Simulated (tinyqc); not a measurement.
Inside a calculation. Model: reverse leakage of an n+-p junction: diffusion, generation, trap-assisted and band-to-band tunnelling.

Program tinyqc, `OMP_NUM_THREADS=1 python tinyqc.py 2290084 2290085 out.jsonl`; Intel Xeon 2.30GHz, shared host, one thread, about 0.01 s. Printed values are rounded; ~0 in a residual or rate marks an entry under 1e-11 of the largest of its column.

One-sided abrupt junction in the depletion approximation, x from the junction (0) to W on the p side, field F = F0 (1 - x/W). Flat quasi-Fermi levels, long p side. Traps generate through SRH with both lifetimes shortened by 1 + Gamma (Hurkx enhancement, form for moderate fields); band-to-band generation is local and needs a total bending above Eg.

Parameters, values chosen for the exercise; band and dielectric values close to those of germanium: temperature T = 400 K; band gap Eg = 0.649 eV; relative permittivity eps_r = 15.9; conduction-band density of states at T Nc = 1.59e19 cm^-3; valence-band density of states at T Nv = 9.38e18 cm^-3; acceptor density of the lighter side Na = 3.5e17 cm^-3; donor density of the heavier side Nd = 5e19 cm^-3; SRH lifetime of both carriers at zero field tau = 4e-6 s; trap level above the intrinsic level Et = 0 eV; tunnelling mass mt = 0.15 m0; electron diffusion coefficient on the lighter side Dn = 11 cm^2/s; band-to-band prefactor Ab = 6.7e14 cm^-0.5 V^-2.5 s^-1; band-to-band field constant Bb = 5.23e6 V/cm; reverse bias VR = 2.4 V.

Constants: q = 1.602176634e-19 C, kB = 1.380649e-23 J/K, hbar = 1.054571817e-34 J s, m0 = 9.1093837015e-31 kg, Vt = kB T/q, eps0 = 8.8541878128e-14 F/cm where lengths are in cm. Results are converted to the units shown.

Range of the model: The n+ side is degenerate, so Vbi from Boltzmann statistics is only a guide.

## Field, scales and diffusion current

ni = sqrt(Nc Nv) exp(-Eg/(2 Vt)), Eg in volts; Vbi = Vt ln(Na Nd/ni^2); W = sqrt(2 eps0 eps_r (Vbi + VR)/(q Na)); F0 = 2 (Vbi + VR)/W; FG = sqrt(24 mt m0 (kB T)^3)/(q hbar); J_diff = q ni^2 sqrt(Dn/tau)(1 - exp(-VR/Vt))/Na.

ni = 9.960472e14 cm^-3
Vbi = 0.5751426 V
W = 122.2229 nm
F0 = 486.8388 kV/cm
FG = 439.8698 kV/cm
J_diff = 7.531276e-4 A/cm^2

## Generation rates across the layer

u = (Vbi + VR)(1 - x/W)^2, p = Na exp(-u/Vt), n = Nd exp((u - Vbi - VR)/Vt); G0 = ni^2 (1 - exp(-VR/Vt))/(tau (n + p + 2 ni cosh(Et/Vt))); Gamma = 2 sqrt(3 pi)(F/FG) exp((F/FG)^2); trap-assisted part G0 Gamma; G_bb = Ab F^2.5 exp(-Bb/F) with F in V/cm, zero unless Vbi + VR > Eg. 16 equal steps.

x, point 0 to 16 (nm): [0.0000, 7.6389, 15.2779, 22.9168, 30.5557, 38.1947, 45.8336, 53.4725, 61.1115, 68.7504, 76.3893, 84.0282, 91.6672, 99.3061, 106.9450, 114.5840, 122.2229]
F, point 0 to 16 (kV/cm): [486.8388, 456.4114, 425.9840, 395.5565, 365.1291, 334.7017, 304.2743, 273.8468, 243.4194, 212.9920, 182.5646, 152.1371, 121.7097, 91.2823, 60.8549, 30.4274, 0.0000]
Gamma, point 0 to 16: [23.13238, 18.69694, 15.18946, 12.39507, 10.15160, 8.335842, 6.853567, 5.632164, 4.615248, 3.758648, 3.027398, 2.393477, 1.834071, 1.330242, 0.8658627, 0.4267610, 0]
G0, point 0 to 16 (cm^-3 s^-1): [4.960353e15, 7.217000e19, 1.245008e20, 1.245059e20, 1.245059e20, 1.245059e20, 1.245059e20, 1.245059e20, 1.245059e20, 1.245044e20, 1.243889e20, 1.199040e20, 6.925159e19, 1.317349e19, 2.671272e18, 9.849380e17, 7.046395e17]
G0 Gamma, point 0 to 16 (cm^-3 s^-1): [1.147448e17, 1.349358e21, 1.891100e21, 1.543259e21, 1.263934e21, 1.037862e21, 8.533096e20, 7.012377e20, 5.746256e20, 4.679683e20, 3.765747e20, 2.869875e20, 1.270124e20, 1.752393e19, 2.312955e18, 4.203332e17, 0]
G_bb, point 0 to 16 (cm^-3 s^-1): [2.393369e24, 9.951822e23, 3.694245e23, 1.193734e23, 3.247033e22, 7.103898e21, 1.173256e21, 1.335278e20, 9.139164e18, 3.040315e17, 3.453087e15, ~0, ~0, ~0, ~0, ~0, 0]

## Current components

Each current is q times the trapezoid sum of its rate; J adds J_diff; J_bb under 1e-8 of the sum is given as 0.

J_SRH = 1.712151e-4 A/cm^2
J_TAT = 0.001284296 A/cm^2
J_bb = 0.3330889 A/cm^2
J = 0.3352975 A/cm^2

A fine grid gives J = 0.3152 A/cm^2; the coarse sum is 6.4 % above it. On the fine grid the largest part is band-to-band tunnelling (99.3 %). The simple estimate q ni W/(2 tau cosh(Et/Vt)) is 43 % above the fine-grid J_SRH of 1.705e-4 A/cm^2, since near both edges n or p is large enough to quench generation.
